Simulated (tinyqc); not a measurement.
Inputs raised by 10 %, one at a time: mobility of a non-polar semiconductor in the relaxation-time approximation. Computed by tinyqc, a small Python program. Command: `OMP_NUM_THREADS=1 python tinyqc.py 3024669 3024670 out.jsonl rta sens`. One thread of a shared host (Intel(R) Xeon(R) Processor @ 2.30GHz), about 0.02 s of CPU time with the checks.

Each valley is treated as a sphere of mass m_d for states and rates, with one isotropic relaxation time; the conductivity mass m_c sets the current.

Inputs (values chosen for the exercise, modelled on electrons in silicon):
```
quantity,value,unit
longitudinal mass m_l,0.927,m_0
transverse mass m_t,0.186,m_0
equivalent valleys Z,6,-
non-parabolicity alpha,0.48,1/eV
static permittivity eps_s,11.7,-
density rho,2329,kg/m^3
sound velocity v_l,9110,m/s
acoustic deformation potential D_A,8.9,eV
phonon energy hbar w,60,meV
optical or intervalley deformation potential D_o,4.6,1e8 eV/cm
final valleys Z_f,5,-
carrier density n,3.5e+15,1/cm^3
compensation ratio C,0.47,-
temperature T,150,K
```

Band: Kane. Impurity formula: Brooks-Herring. Further scattering: none.

Constants: k_B = 8.617333262e-05 eV/K; m_0 = 9.1093837015e-31 kg; e = 1.602176634e-19 C; hbar = 1.054571817e-34 J s; eps_0 = 8.8541878128e-12 F/m; k_B = 1.380649e-23 J/K; hbar = 6.582119569e-16 eV s.

Method:
- m_d = (m_l m_t^2)^(1/3); 1/m_c = (1/m_l + 2/m_t)/3; Hall mass factor A = 3 K_m (K_m + 2)/(2 K_m + 1)^2, K_m = m_l/m_t; N_I = n (1 + C)/(1 - C).
- Kane band: hbar^2 k^2/(2 m) = E (1 + alpha E), speed v = hbar k/(m (1 + 2 alpha E)), states per spin, volume and energy g(E) = m k (1 + 2 alpha E)/(2 pi^2 hbar^2); overlap factors are set to 1. Here m = m_d. Masses are multiplied by m_0 and all formulas are in SI units.
- The reduced Fermi level eta = E_F/(k_B T) solves n = 2 Z int g f dE with f = 1/(1 + exp(x - eta)) (Z = 1 unless valleys are given); screening length L_s = sqrt(eps_s eps_0 k_B T/(e^2 dn/deta)), dn/deta = 2 Z int g f (1 - f) dE.
- Integrals over x = E/(k_B T) use 160 Gauss-Legendre points in u = sqrt(x) from 0 to sqrt(max(eta, 0) + 32).
- Phonon occupation N_q = 1/(exp(hbar w/(k_B T)) - 1).
- Acoustic deformation potential (elastic, equipartition, absorption and emission together): 1/tau = 2 pi k_B T D_A^2 g(E)/(hbar rho v_l^2).
- Optical or intervalley deformation potential: 1/tau = (pi Z_f D_o^2/(rho w)) [N_q g(E + hbar w) + (N_q + 1) g(E - hbar w)], with g = 0 below the band edge.
- Each optical term is multiplied by (1 - f(E'))/(1 - f(E)), E' the final energy, for Pauli blocking.
- Singly charged impurities, momentum relaxation: 1/tau = N_I e^4 m (1 + 2 alpha E) Phi/(8 pi (eps_s eps_0)^2 hbar^3 k^3), with alpha = 0 for a parabolic band.
- Brooks-Herring: Phi = ln(1 + b) - b/(1 + b), b = 4 k^2 L_s^2.
- mu = (m_d/m_c) (2 Z e/(3 n k_B T)) int g v^2 tau f (1 - f) dE.
- Averages over x are split at the emission threshold x_0 = hbar w/(k_B T): 64 Gauss-Legendre points in sqrt(x) below it and 128 in sqrt(x - x_0) above it, up to x = max(eta, 0) + 32.
- Rates are added at each energy before the average. With <y> = int g v^2 y f (1 - f) dE: Hall factor r_H = A (3 n k_B T/(2 Z m_d)) <tau^2/(1 + 2 alpha E)>/<tau>^2 (alpha = 0 for a parabolic band); Hall mobility r_H mu; |S| = (k_B/e) (<x tau>/<tau> - eta); resistivity 1/(n e mu).

Runs:
```
input moved,from,to,Hall factor r_H,resistivity (ohm cm),acoustic mobility (cm^2/(V s)),ionised impurity mobility (cm^2/(V s))
base run,-,-,0.93021,0.39920,8752.7,25218
longitudinal mass m_l (m_0),0.927,1.0197,0.92031,0.41443,8276.2,25297
transverse mass m_t (m_0),0.186,0.2046,0.93792,0.46146,7299.6,23670
static permittivity eps_s,11.7,12.87,0.92781,0.37813,8752.7,30112
acoustic deformation potential D_A (eV),8.9,9.79,0.92382,0.45085,7233.6,25218
optical or intervalley deformation potential D_o (1e8 eV/cm),4.6,5.06,0.93413,0.40377,8752.7,25218
temperature T (K),150,165,0.93604,0.44091,7542.9,28205
non-parabolicity alpha (1/eV),0.48,0.528,0.93034,0.40161,8702.1,25101
```

Exponents ln(y'/y) / ln(x'/x):
```
input,Hall factor r_H,resistivity,acoustic mobility,ionised impurity mobility
longitudinal mass m_l,-0.112,0.393,-0.587,0.033
transverse mass m_t,0.087,1.521,-1.905,-0.665
static permittivity eps_s,-0.027,-0.569,0.000,1.861
acoustic deformation potential D_A,-0.072,1.277,-2.000,0.000
optical or intervalley deformation potential D_o,0.044,0.119,0.000,0.000
temperature T,0.065,1.043,-1.561,1.174
non-parabolicity alpha,0.001,0.063,-0.061,-0.049
```

Among the inputs moved here: Hall factor r_H answers most in size to longitudinal mass m_l (exponent -0.112), next to transverse mass m_t (+0.087). Resistivity answers most in size to transverse mass m_t (exponent +1.521), next to acoustic deformation potential D_A (+1.277). Acoustic mobility answers most in size to acoustic deformation potential D_A (exponent -2.000), next to transverse mass m_t (-1.905); its exponent is below 0.0005 for static permittivity eps_s, optical or intervalley deformation potential D_o. Its exponent -2.000 in acoustic deformation potential D_A: the rate goes as D_A^2. Ionised impurity mobility answers most in size to static permittivity eps_s (exponent +1.861), next to temperature T (+1.174); its exponent is below 0.0005 for acoustic deformation potential D_A, optical or intervalley deformation potential D_o.
